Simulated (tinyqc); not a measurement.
Capillary instabilities by surface diffusion: grooving and agglomeration of films, edge retraction, wire break-up and smoothing of roughness: one step, computed by the program tinyqc.

Isotropic surface energy; shapes change by surface diffusion alone.

Task: The Mullins constant. B = D_s nu gamma_s Omega^2/(k_B T), D_s = D0 exp(-Q/(k_B T)).

Inputs (values chosen for the exercise, of the order of those of a copper film):
```
quantity                  value        unit
surface energy gamma_s     1.72       J/m^2
atomic volume Omega        11.8  angstrom^3
surface sites nu              8      1/nm^2
prefactor D0            0.00074       m^2/s
activation energy Q       0.992          eV
temperature T               493           K
time t                      130           s
```

Constants: k_B = 8.617333262e-05 eV/K; k_B = 1.380649e-23 J/K.

Give: D_s; B; length (B t)^(1/4).

Result:

D_s = 5.350e-14 m^2/s

B = 15059 nm^4/s

length (B t)^(1/4) = 37.41 nm

Lengths grow as t^(1/4): doubling one takes 16 times as long, or roughly 70 K more.
